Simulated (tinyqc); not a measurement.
Q-state Potts model on a small periodic square lattice: enumeration, Metropolis, heat-bath and Wolff steps: one step, computed by the program tinyqc. Command: `OMP_NUM_THREADS=1 python tinyqc.py 3111058 3111059 out.jsonl potts walk`. One thread of a shared host (Intel(R) Xeon(R) Processor @ 2.30GHz), about 0.07 s of CPU time with the checks.

E = -J x (number of nearest-neighbour bonds with equal states); n x n sites with periodic edges have 2 n^2 bonds. Order parameter m = (q f - 1)/(q - 1), f being the largest share of one state. Sites are numbered row by row from 0. Here q = 3 and n = 3.

Task: Eight single-site steps. Site = floor(r1 n^2). Trial state = (old + 1 + floor(r2 (q - 1))) mod q; it is accepted if r3 < min(1, exp(K db)), db the change in equal bonds.

Inputs (values chosen for the exercise, for a model of domains or grain orientations): temperature T = 111 K.

Update: Metropolis.

start states:
```
,1,2,3
1,2,2,2
2,0,2,0
3,0,2,1
```

random numbers, one row a step:
```
,1,2,3
1,0.8088,0.1320,0.0982
2,0.3661,0.7336,0.9610
3,0.7391,0.3676,0.2912
4,0.0868,0.9420,0.2638
5,0.2509,0.8821,0.7352
6,0.7684,0.1130,0.0777
7,0.6703,0.6911,0.6381
8,0.9267,0.7615,0.4168
```

K = 1.149997

Give: the table «Steps» with the columns old, trial, db, acceptance, new; states afterwards.

Result:

Steps:
```
site,old,trial,db,acceptance,new
7,2,0,-1,0.317,0
3,0,2,0,1.000,2
6,0,1,0,1.000,1
0,2,1,-2,0.100,2
2,2,1,-1,0.317,2
6,1,2,1,1.000,2
6,2,1,-1,0.317,2
8,1,0,2,1.000,0
```

states afterwards:
```
,1,2,3
1,2,2,2
2,2,2,0
3,2,0,0
```
